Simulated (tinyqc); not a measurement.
Inside a calculation. Model: donor or exciton in a quantum well (variational effective-mass method). Computed by tinyqc, a small Python program that keeps every step. Command: `OMP_NUM_THREADS=1 python tinyqc.py 3025565 3025566 out.jsonl welldonor walk`. One thread of a shared host (Intel(R) Xeon(R) Processor @ 2.30GHz), about 0.02 s of CPU time with the checks. Intermediate numbers are printed to about 5 digits and carried at full precision; extremes and crossings named in words are read from the listed rows.

Electron and hole in their lowest subbands f(z) = cos(pi z/L); relative in-plane motion exp(-rho/lambda) (separable trial function), H = -nabla_rho^2 - 2/sqrt(rho^2 + (z_e - z_h)^2) in effective units. Mass and screening are the same in well and barrier; l = L/a* is the width in effective units. Bands are flat: no polarisation or applied field.

Inputs (values chosen for the exercise, modelled on GaAs):

| quantity | value | unit |
|---|---|---|
| electron mass m | 0.0669 | m_0 |
| dielectric constant eps | 12.5 | - |
| well width L | 7.3 | nm |
| trial radius lambda | 1.5 | a* |
| in-plane hole mass m_h | 0.239 | m_0 |

Centre: exciton. Barriers: infinite.

Constants: Ry = 13.605693123 eV; a_0 = 0.529177210903 angstrom; hbar^2/(2 m_0) = 3.80998212 eV angstrom^2.

## Effective units

mu = m m_h/(m + m_h) takes the place of m; Ry* = Ry m/eps^2, a* = a_0 eps/m; l = L/a*.

mass used = 0.052269 m_0

Ry* = 4.5514 meV

a* = 12.655 nm

l = 0.57684

Caution: so narrow a well has large confinement energy, where non-parabolicity and barrier penetration matter.

## Binding at the trial radius

k = pi/l; f = cos(k z) inside and zero outside. Binding E_b(lambda) = -1/lambda^2 + (8/lambda^2) int_0^l P(z) g(z) dz, with P(z) = (2/l) [(1 - z/l)(1 + cos(2 pi z/l)/2) + (3/(4 pi)) sin(2 pi z/l)] the distribution of |z_e - z_h| and g(z) = int_z^infinity exp(-2 sqrt(r^2 - z^2)/lambda) dr = int_0^infinity exp(-2 rho/lambda) rho/sqrt(rho^2 + z^2) d rho; 40 Gauss-Legendre points in z and 40 in t with rho = lambda t/(1 - t).

int P dz = 1

int P g dz = 0.66082 a*

E_b(lambda) = 1.9051 Ry*

## Best radius

Golden-section search for the maximum over lambda from 0.3 to 4, 40 steps.

best lambda = 0.75827 a*

binding in Ry* = 2.4845

binding energy = 11.308 meV

radius lambda a* = 9.5960 nm

Confinement changes the binding by a factor 2.485 against the bulk value (limits: 4 in two dimensions, 1 inside a wide well, which this separable form does not reach).

## Binding against well width

Each row maximises over lambda (golden section, 0.3 to 4).

Against width:

| L (nm) | lambda (a*) | binding (Ry*) | binding (meV) |
|---|---|---|---|
| 1.1 | 0.5582 | 3.5607 | 16.206 |
| 2.2 | 0.6039 | 3.2602 | 14.838 |
| 4.0 | 0.6660 | 2.9085 | 13.238 |
| 7.3 | 0.7583 | 2.4845 | 11.308 |
| 13.0 | 0.8846 | 2.0448 | 9.307 |
| 23.0 | 1.0581 | 1.6168 | 7.359 |

The binding is largest in the narrowest well, 3.561 Ry* at 1.1 nm, on the way to 4. In the widest well it is 1.617 Ry*. In the narrow rows the confinement energy passes real barrier heights: infinite walls and a parabolic band fail, and with real barriers the binding peaks and falls.

Checks made by the program: the two-dimensional limit, 4 Ry* (relative difference 3e-03); normalisation of P(z) (relative difference below 1e-10).
